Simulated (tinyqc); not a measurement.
## Ellipsometry and reflectance of a transparent film on an absorbing substrate: psi and Delta against the film thickness

Air (index 1), film, substrate with N2 = n2 - i k2; time factor exp(+i w t). q_j = sqrt(N_j^2 - sin^2 th), root with positive real part. Fresnel coefficients r_s = (q_a - q_b)/(q_a + q_b), r_p = (N_b^2 q_a - N_a^2 q_b)/(N_b^2 q_a + N_a^2 q_b). tan(Psi) exp(i Delta) = R_p/R_s, Delta taken from 0 to 360 degrees.

beta = 2 pi d q1/lam, X = exp(-2 i beta), R = (r01 + r12 X)/(1 + r01 r12 X) for p and s. The last column is the derivative of Delta.

Parameters, values chosen for the exercise; indices close to those of photoresist on silicon: wavelength lam = 405 nm; angle of incidence th = 70 degrees; index of the transparent film n1 = 1.648; index of the substrate n2 = 5.42; extinction coefficient of the substrate k2 = 0.329.

Psi and Delta against the film thickness:
```
d (nm)  Psi (degrees)  Delta (degrees)   |R_p|^2   |R_s|^2  dDelta/dd (degrees/nm)
0              19.304           175.51  0.095015   0.77443                 -3.6505
17             23.708           122.00   0.14433   0.74849                 -2.4533
33             30.655           92.333   0.23321   0.66388                 -1.3247
50             40.123           78.304   0.31571   0.44450                -0.30984
67             66.390           82.892   0.35772  0.068343                 0.82291
83             61.032           277.52   0.35405   0.10850                 0.70509
100            38.509           279.64   0.30464   0.48116                -0.45399
117            29.498           263.17   0.21743   0.67938                 -1.4802
133            22.655           230.42   0.13142   0.75436                 -2.6880
150            19.323           173.95  0.095211   0.77437                 -3.6437
```

What does the table show?

Psi goes from 19.3 through a maximum of 66.4 (at d = 67 nm among the rows listed) to 19.3 degrees. The period is 149.6 nm, after which Psi and Delta return to the values of the bare substrate, so one angle and wavelength fix d only up to a multiple of it. The size of the slope of Delta runs from 0.310 to 3.65 degrees/nm among the rows; Delta is counted modulo 360 degrees, and sharper features can lie between the rows.

Program tinyqc, `OMP_NUM_THREADS=1 python tinyqc.py 2870162 2870163 out.jsonl`; Intel Xeon 2.30GHz, shared host, one thread, about 0.01 s.
